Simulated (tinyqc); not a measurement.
Inside a calculation. Model: CMOS latch-up, two-transistor model.

Numbers from tinyqc (`OMP_NUM_THREADS=1 python tinyqc.py 2670008 2670009 out.jsonl`; about 0.05 s on one thread of a shared Intel Xeon 2.30GHz). Printed values are rounded.

A parasitic pnp (emitter at Vdd, base shunted by Rw) and npn (emitter at ground, base shunted by Rs) feed each other: the npn collector current flows out of the pnp base node, the pnp collector current into the npn base node. Forward-active transistors with constant gains: Icn = Isn exp(Vn/Vt), Icp = Isp (exp(Vp/Vt) - 1). A current Ii is injected into the npn base node.

Values chosen for this exercise; values close to those of bulk CMOS:
- T = 250 K (temperature)
- bn = 13.8 (current gain of the npn)
- bp = 2.7 (current gain of the pnp)
- Isn = 1.1e-19 A (saturation current of the npn at T)
- Isp = 8.3e-20 A (saturation current of the pnp at T)
- Rs = 70 ohm (substrate resistance shunting the npn)
- Rw = 710 ohm (well resistance shunting the pnp)
- R2 = 200 ohm (resistance from the pnp collector to the npn base)
- Von = 0.84 V (base-emitter voltage in the on state)
- Vsat = 0.1 V (saturation voltage)
- Vdd = 1.2 V (supply voltage)
- Ii = 12.1 mA (current injected into the substrate)

Constants: q = 1.602176634e-19 C, kB = 1.380649e-23 J/K, Vt = kB T/q. Results are converted to the units shown.

## Holding current and voltage

On state with both base-emitter voltages at Von: npn base current Ib = (Von/Rs + bp Von/Rw)/(bn bp - 1), holding current Ih = (bn + 1) Ib + Von/Rs, holding voltage Vh = Vsat + Von + R2 (Ib + Von/Rs).

bn bp = 37.26
Ib = 0.419039 mA
Ih = 18.2018 mA
Vh = 3.42381 V

Vh is above Vdd = 1.2 V, so the supply cannot sustain a latched state.

## The off branch

Vn, point 0 to 7 (V): 0.592  0.672  0.722  0.752  0.772  0.792  0.807  0.822

Node equations: Vp/Rw + Icp/bp = Icn and Vn/Rs + Icn/bn = Icp + Ii. Loop gain G = gn gp/[(1/Rw + gp/bp)(1/Rs + gn/bn)], gn = Icn/Vt, gp = (Icp + Isp)/Vt; the off state ends where G = 1, and Ii there is the trigger current. For each Vn: Icn, then Vp from the first equation, then Ii from the second.

```
point   Icn (mA)     Vp (V)    Icp (mA)  Ii (mA)           G
0      9.4534e-5  6.7119e-5  2.5899e-19   8.4571  8.4283e-19
1      0.0038754  0.0027515  1.1308e-17   9.6003  3.9102e-17
2       0.039470   0.028024  2.2180e-16   10.317  1.2764e-15
3        0.15887    0.11280  1.5512e-14   10.754  2.5576e-13
4        0.40200    0.28542  4.7088e-11   11.058   1.8518e-9
5         1.0172    0.71623    0.022782   11.365      1.5665
6         2.0408    0.81660      2.4047   9.2717      11.695
7         4.0943    0.84210      7.8524   4.1872      18.100
```

Ii peaks at 11.37 mA, at Vn = 0.7916 V where G = 1; beyond it the loop feeds itself.

## Iteration 1: response to the injected current, once round the loop per iteration

Vn at the start = 0.64 V

Icn = Isn exp(Vn/Vt); Vp solves Vp/Rw + Icp/bp = Icn; Vn(new) solves Vn/Rs + (Isn/bn) exp(Vn/Vt) = Icp + Ii.

Icn = 8.77455e-4 mA
Vp = 6.22993e-4 V
Icp = 2.43525e-18 mA
Vn after iteration 1 = 0.824103 V

## Iteration 2: response to the injected current, once round the loop per iteration

As before.

Icn = 4.51407 mA
Vp = 0.844975 V
Icp = 8.97471 mA
Vn after iteration 2 = 0.893784 V

## Course of the iteration: response to the injected current, once round the loop per iteration

Stop when Vn changes by less than 1e-9 V, or after 150 iterations. Vn must stay below 1.1 V.

Course of the iteration:
```
iteration    Vn (V)  |change| (V)
1          0.824103         0.184
2          0.893784        0.0697
3          0.971356        0.0776
4           1.04929        0.0779
5           1.12723        0.0779
```

Stopped after 5 iteration(s) without a result. Vn climbs without settling and passes 1.1 V: Ii = 12.1 mA exceeds the trigger current of 11.37 mA, so no off state exists and the structure latches. A rerun with Ii = 10 mA converges in 2 iterations.
